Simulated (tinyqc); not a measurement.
## One-dimensional ballistic tunnel FET, two-band WKB: effect of temperature

A p-type source for x < 0 with its Fermi level at 0 and its valence edge at ds; in the channel the bands fall as D exp(-x/lam) towards their flat values, with the conduction edge at Ec = ds - dP and D = dP + Eg. The gate moves dP one to one. The drain Fermi level lies at -Vd and the drain side reflects nothing. For w = E - Ec between 0 and dP an electron crosses the gap. Two-band dispersion with equal masses m: inside the gap kappa = sqrt(m u (1 - u/Eg)/C), u the distance from a band edge, C = hbar^2/(2 m0).

S(w) = 2 lam int_0^Eg kappa(u) du/(w + Eg - u) = 2 pi lam sqrt(m/(C Eg)) [w + Eg/2 - sqrt(w (w + Eg))], T(w) = exp(-S). I = g (2 q^2/h) int_0^dP T(w) [f(E) - f(E + Vd)] dw, E = ds - dP + w, f(x) = 1/(1 + exp(x/Vt)). Swing = d(dP)/d(log10 I).

Inputs (values chosen for the exercise); band and dielectric values close to those of In0.53Ga0.47As: band gap Eg = 0.738 eV; band-edge mass of the two-band model m = 0.048 m0; screening length of the source junction lam = 3.2 nm; source valence edge above the source Fermi level ds = 0.04 eV; drain bias Vd = 0.5 V; number of degenerate subbands (spin apart) g = 2; tunnelling window Ev(source) - Ec(channel) dP = 0.2 eV.

Constants: q = 1.602176634e-19 C, kB = 1.380649e-23 J/K, hbar = 1.054571817e-34 J s, h = 6.62607015e-34 J s, m0 = 9.1093837015e-31 kg, Vt = kB T/q, hbar^2/(2 m0) = 0.0380998212 eV nm^2. Results are converted to the units shown.

Result of one run:

| I (uA) | swing (mV/decade) | Vt ln 10 (mV/decade) |
|---|---|---|
| 0.1918 | 147.5 | 49.61 |

Which temperature T gave this result: 77, 250, 350 or 400 K?

T = 250 K.

The whole series:

| T (K) | I (uA) | swing (mV/decade) | Vt ln 10 (mV/decade) |
|---|---|---|---|
| 77 | 0.1866 | 142.1 | 15.28 |
| 150 | 0.1902 | 144.6 | 29.76 |
| 200 | 0.1915 | 146.1 | 39.68 |
| 250 | 0.1918 | 147.5 | 49.61 |
| 300 | 0.1914 | 148.7 | 59.53 |
| 350 | 0.1906 | 149.7 | 69.45 |
| 400 | 0.1897 | 150.7 | 79.37 |

I goes from 0.187 through a maximum of 0.192 (at T = 250 K among the rows listed) to 0.190 uA, and the swing rises from 142 to 151 mV/decade, while the thermionic limit rises from 15.3 to 79.4 mV/decade. Gap and mass are held fixed.

Program tinyqc, `OMP_NUM_THREADS=1 python tinyqc.py 2620003 2620004 out.jsonl`; Intel Xeon 2.30GHz, shared host, one thread, about 0.01 s.
